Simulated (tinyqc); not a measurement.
# From transmission back to junction spring k_b

Model: phonon transmission through an interface between two chains by Green functions. Computed by tinyqc, a small Python program. Command: `OMP_NUM_THREADS=1 python tinyqc.py 3017354 3017355 out.jsonl agf inv`. One thread of a shared host (Intel(R) Xeon(R) Processor @ 2.30GHz), about 0.03 s of CPU time with the checks.

Two semi-infinite chains (masses m_1, m_2; springs k_1, k_2), motion along the chain. The central region holds the end atom of each chain and one interlayer atom of mass m_b, joined by springs k_b. lambda = omega^2 in eV/(angstrom^2 u); nu = 15.6333042 THz x sqrt(lambda).

Inputs (values chosen for the exercise, for two model chains):
```
quantity                          value           unit
mass m_1                           37.6              u
spring k_1                         9.33  eV/angstrom^2
mass m_2                           44.4              u
spring k_2                         5.66  eV/angstrom^2
interlayer mass m_b                87.4              u
probe frequency / lower band top   0.33              -
```

Atoms in the interlayer: one.

Constants: nu for 1 eV/(angstrom^2 u) = 15.6333042 THz.

Method:
- nu_max = 15.6333042 THz x 2 sqrt(k/m); impedance Z = sqrt(k m); long-wave transmission 4 Z_1 Z_2/(Z_1 + Z_2)^2; the probe frequency is the given share of the lower band top.
- In chain i, sin(q_i a/2) = nu/nu_max,i. An outgoing wave makes the next atom move as exp(i q_i a) times the end atom, so the lead adds the self-energy Sigma_i = -k_i exp(i q_i a) to the force-constant matrix; Gamma_i = -2 Im Sigma_i = 2 k_i sin(q_i a).
- A = lambda M - K - Sigma over the central atoms, with K_ii the sum of the springs at i, K_(i,i+1) = -k_b; G = inverse of A; transmission = Gamma_1 Gamma_2 |G_(first,last)|^2.

Task: A run gave the result below. Find the junction spring k_b, known to lie between 1.5 and 3.2 eV/angstrom^2.

transmission = 0.3600535

Result:

Each step takes the trial c = (a f_b - b f_a)/(f_b - f_a), f being the result less the target and a, b, c the logarithms of the listed values; c replaces end b, the old b replaces a if the sign of f changed, and otherwise f_a is halved.

Scan of the range:
```
junction spring k_b (eV/angstrom^2)  transmission
1.50                                     0.255252
1.70                                     0.432861
1.93                                     0.640572
2.19                                     0.808709
2.49                                     0.908025
2.82                                     0.952382
3.20                                     0.970465
```

False position (Illinois rule, in the logarithm of the input) inside the bracket:
```
step    end a    end b    trial  transmission
1     1.50000  1.70000  1.61498      0.353648
2     1.70000  1.61498  1.62169      0.359770
3     1.70000  1.62169  1.62228      0.360311
4     1.62169  1.62228  1.62200      0.360053
5     1.62228  1.62200  1.62200      0.360054
```

Transmission rises at every point of a 13-point scan of the range (every second point is shown), so one value fits; it is bracketed by 1.50 and 1.70. Answer: junction spring k_b = 1.622 eV/angstrom^2.
